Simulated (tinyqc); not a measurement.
What each parameter does: strained quantum well: band edges, subbands and transparency.

Growth on (001), barriers unstrained: tr(e) = e (2 - nu2), Z = b e (1 + nu2); Ec = Ev + Eg + ac tr(e), E_HH = Ev + av tr(e) + Z, E_LH = Ev + av tr(e) - Z (coupling to the split-off band left out).

Masses along z: me, 1/(g1 - 2 g2) for HH, 1/(g1 + 2 g2) for LH, likewise in the barrier; in the plane me, 1/(g1 + g2) for HH and 1/(g1 - g2) for LH (no mixing, which understates the hole masses away from k = 0). Level n solves k L + 2 atan[(k/m)/(kappa/mb)] = n pi, k = sqrt(m E/c), kappa = sqrt(mb (V - E)/c), c = hbar^2/2m0.

Transparency (Bernard-Duraffourg): Fc - Fv equals the lowest transition energy with n = p, n = sum m/(2 pi c) kB T ln(1 + exp((Fc - E)/kB T)) and p likewise over the listed subbands; c = hbar^2/2m0, 1/angstrom^2 = 1e16/cm^2.

Constants: hbar^2/2m0 = 3.80998211 eV angstrom^2; kB = 8.617333262e-05 eV/K; hc = 1239.841984 eV nm.

Inputs chosen for the exercise (near those of an InGaAs/InP well; the results hold for these values, not for the real material): e = 0.0088 (strain in the plane); nu2 = 0.979 (2 C12/C11); Eg = 0.86 eV (unstrained gap of the well); Ev = -0.622 eV (its valence edge); ac = -6.31 eV; av = 1.09 eV (Ev moves by av tr(e)); b = -1.92 eV (shear potential); Egb = 1.351 eV (gap of the barrier); Evb = -0.94 eV (its valence edge); L = 92 angstrom (well width); me = 0.048 m0 (electron mass); g1 = 12.32 (gamma1); g2 = 4.7 (gamma2); meb = 0.08 m0; g1b = 5.08; g2b = 1.6; T = 250 K (temperature).

Edge wavelength, hh1 - lh1 and n_tr.

Results for these values:

| case | wavelength (nm) | hh1 - lh1 (meV) | n_tr (1e12/cm^2) |
|---|---|---|---|
| base | 1471.8 | -34.2 | 0.506 |

What happens to each result for Eg = 0.84 eV, all else kept?

Answer: wavelength rises from 1471.8 to 1505.5; hh1 - lh1 does not change at the printed digits; n_tr falls from 0.506 to 0.505.

The same for each parameter in turn:

| case | wavelength (nm) | hh1 - lh1 (meV) | n_tr (1e12/cm^2) |
|---|---|---|---|
| base | 1471.8 | -34.2 | 0.506 |
| L = 102 angstrom | 1490.8 | -38.2 | 0.506 |
| e = 0.0068 | 1435.1 | -19.4 | 0.528 |
| Eg = 0.84 eV | 1505.5 | -34.2 | 0.505 |
| b = -2.21 eV | 1480.3 | -44.1 | 0.496 |
| ac = -5.68 eV | 1462.5 | -34.2 | 0.506 |
| me = 0.0528 m0 | 1474.4 | -34.2 | 0.535 |
| g1 = 13.06 | 1470.8 | -35.3 | 0.485 |
| T = 290 K | 1471.8 | -34.2 | 0.599 |

Program tinyqc; command `OMP_NUM_THREADS=1 python tinyqc.py 1281844 1281845 out.jsonl`; about 0.03 s on one thread of a shared Intel(R) Xeon(R) Processor @ 2.30GHz.
